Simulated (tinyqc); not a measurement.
Carrier statistics of a doped semiconductor with parabolic bands: sweeps and comparisons. A value that a table varies takes the place of the one given here.

Eg(T) = Eg0 - al T^2/(T + be); m_de = Mv^(2/3) (ml mt^2)^(1/3); m_dh = (mhh^(3/2) + mlh^(3/2))^(2/3); Nc and Nv from N = 2 (m kB T/(4 pi c))^(3/2) with c = hbar^2/2m0, in 1/angstrom^3; times 1e24 for 1/cm^3.

Energies are counted from Ev, so Ec = Eg. n = Nc F_1/2((EF - Eg)/kT), p = Nv F_1/2(-EF/kT), ND+ = ND/(1 + 2 exp((EF - Eg + ED)/kT)), NA- = NA/(1 + 4 exp((EA - EF)/kT)); neutrality asks p + ND+ = n + NA-. F_j(eta) = (1/Gamma(j + 1)) integral_0^infinity x^j dx/(1 + exp(x - eta)), which tends to exp(eta) for eta << 0.

Constants: hbar^2/2m0 = 3.80998211 eV angstrom^2; kB = 8.617333262e-05 eV/K.

Parameters, chosen for this exercise (near those of SiC; the results hold for these values, not for the real material):
```
symbol  value     unit    meaning
Eg0     3.3       eV      gap at 0 K
al      0.000639  eV/K    Varshni alpha
be      1354      K       Varshni beta
ml      0.342     m0      longitudinal electron mass
mt      0.428     m0      transverse electron mass
Mv      3                 equivalent valleys
mhh     0.998     m0      heavy-hole mass
mlh     0.445     m0      light-hole mass
ND      5.9e+15   1/cm^3  donors
NA      3.3e+15   1/cm^3  acceptors
ED      0.0612    eV      donor level below Ec
EA      0.189     eV      acceptor level above Ev
T       350       K
```

## Temperature

Neutrality solved at each temperature; ni = sqrt(Nc Nv) exp(-Eg/2kT).

Carriers (1/cm^3):
```
T (K),EF (eV),n,p,majority / |ND - NA|,ni,Eg (eV)
30,3.2360,1.23e+07,<1e-99,4.73e-09,<1e-99,3.2996
50,3.2336,3.42e+11,<1e-99,0.000132,<1e-99,3.2989
77,3.2296,8.96e+13,<1e-99,0.0344,3.97e-90,3.2974
120,3.2103,1.49e+15,<1e-99,0.572,4.27e-51,3.2938
200,3.1402,2.50e+15,1.31e-60,0.962,5.73e-23,3.2836
300,3.0353,2.58e+15,3.32e-32,0.993,9.26e-09,3.2652
450,2.8600,2.60e+15,5.57e-13,0.998,38.0,3.2283
600,2.6689,2.60e+15,0.00351,0.999,3.02e+06,3.1823
800,2.3959,2.60e+15,1.14e+05,1.00,1.72e+10,3.1101
1000,2.1070,2.60e+15,4.76e+09,1.00,3.52e+12,3.0285
```

Ionisation is incomplete: the majority density is below 90 % of the net doping at 30, 50, 77 and 120 K, down to a share of 4.7e-09. It is within 10 % of the net doping at 200, 300, 450, 600, 800 and 1000 K. The majority density never exceeds the net doping by 10 %; ni is 3.52e+12 1/cm^3 at 1000 K against a net doping of 2.60e+15. EF goes from 3.236 eV to 2.107 eV, where midgap is 1.514 eV and the intrinsic level (Boltzmann) 1.538 eV.

## Doping level

Only donors are present (NA = 0); eta is the distance of EF beyond the conduction edge in units of kT.

Neutral state:
```
ND (1/cm^3),EF (eV),majority (1/cm^3),ionised share,eta
1.0e+14,2.8807,1.00e+14,1.000,-12.38
1.0e+15,2.9502,9.99e+14,0.999,-10.08
1.0e+16,3.0195,9.94e+15,0.994,-7.78
1.0e+17,3.0874,9.43e+16,0.943,-5.53
1.0e+18,3.1477,6.91e+17,0.691,-3.53
3.0e+18,3.1716,1.51e+18,0.503,-2.73
1.0e+19,3.1949,3.18e+18,0.318,-1.96
3.0e+19,3.2146,5.87e+18,0.196,-1.31
```

The impurity level lies at 3.1929 eV. The ionised share falls from 1.000 to 0.196 as EF passes through it between 3e+18 and 1e+19 1/cm^3 (share 1/3 there); it is below one half from 1e+19 1/cm^3 on. Over the last two rows the doping grows threefold and the majority density by a factor 1.84. EF comes within 3 kT of the majority band edge from 3e+18 1/cm^3 on. Above roughly 9e+18 1/cm^3 (N^(1/3) a = 0.26, with the radius a = sqrt(c/(m E)) from the ionisation energy E and the mass (ml mt^2)^(1/3)) the levels merge with the band and real ionisation is complete; sharp levels then overstate freeze-out.

## What each input does

Neutrality solved anew for each case. Each row changes one parameter from the base and keeps the others.

Results:
```
case,EF (eV),n (1/cm^3),p (1/cm^3)
base,2.9789,2.59e+15,5.22e-24
T = 390 K,2.9322,2.59e+15,6.17e-19
ND = 1.18e+16 1/cm^3,3.0145,8.44e+15,1.60e-24
NA = 4.29e+15 1/cm^3,2.9644,1.60e+15,8.43e-24
Eg0 = 3.35 eV,3.0289,2.59e+15,9.95e-25
mt = 0.5136 m0,2.9734,2.59e+15,6.26e-24
mhh = 1.1976 m0,2.9789,2.59e+15,6.48e-24
ED = 0.0918 eV,2.9787,2.57e+15,5.25e-24
```

The largest shifts from the base row, up to three for each result and ties (the steps differ in size, so this ranks the rows, not the parameters). EF (eV): Eg0 +0.0500, T -0.0467, ND +0.0356; unchanged at the printed digits by mhh. n (1/cm^3): ND +5.85e+15, NA -9.86e+14, ED -1.69e+13; unchanged at the printed digits by T, Eg0, mt and mhh. p (1/cm^3): T +6.17e-19, Eg0 -4.23e-24, ND -3.62e-24.

tinyqc: `OMP_NUM_THREADS=1 python tinyqc.py 1652205 1652206 out.jsonl`; about 0.02 s, one thread, shared Intel(R) Xeon(R) Processor @ 2.30GHz.
